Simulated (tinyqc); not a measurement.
Inside a calculation. Method: tight binding, dimerised chain. One step of it, computed by the program tinyqc.

Problem. Bloch Hamiltonian at X. H_AA = +delta, H_BB = -delta, H_AB = -t1 - t2 exp(-i k a).

Parameters chosen for this model:
```
parameter     value                      unit
t1         2.150000       eV, inside the cell
t2         1.830000         eV, between cells
delta             0  eV, +/- on the two sites
```

k point X (2 pi / a): [0.500000]

Give: H(k) at X.

Solution.

H(k) at X (eV), order A, B:
```
[[0.0000, -0.3200],
 [-0.3200, 0.0000]]
```
